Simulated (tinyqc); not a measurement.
Van der Pauw, Hall and four-point-probe measurements on a doped layer: one step of the calculation.

A uniform p-type layer with sheet resistance Rs = 1/(q ns mu), point contacts, low field (mu B small).

Problem. Sheet density, mobility and bulk values. Rs = 1/z; Hall sheet density B I/(q |VH|); Hall mobility |VH|/(Rs B I); true values ns = rH times the Hall density, mu = Hall mobility/rH; bulk density ns/t, resistivity Rs t; correction factor F = Rs/[(pi/ln 2)(RA + RB)/2].

Inputs (values chosen for the exercise): Hall factor rH = 1.1; magnetic field B = 0.3 T; current I = 100 uA; thickness of the layer t = 1100 nm.

Constants: q = 1.602176634e-19 C. Results are converted to the units shown.

converged z = 0.0098053210 mS
VH = 5.7213833 mV
RA = 6804.0618 ohm
RB = 54068.641 ohm

Wanted: Rs; Hall sheet density; Hall mobility; ns; mu; bulk density; resistivity; F.

Solution.

Rs = 1.020e5 ohm/square
Hall sheet density = 3.273e12 cm^-2
Hall mobility = 18.70 cm^2/(V s)
ns = 3.600e12 cm^-2
mu = 17.00 cm^2/(V s)
bulk density = 3.273e16 cm^-3
resistivity = 11.22 ohm cm
F = 0.7393

tinyqc, about 0.03 s, one thread, Intel Xeon 2.30GHz (shared host): `OMP_NUM_THREADS=1 python tinyqc.py 2850153 2850154 out.jsonl`
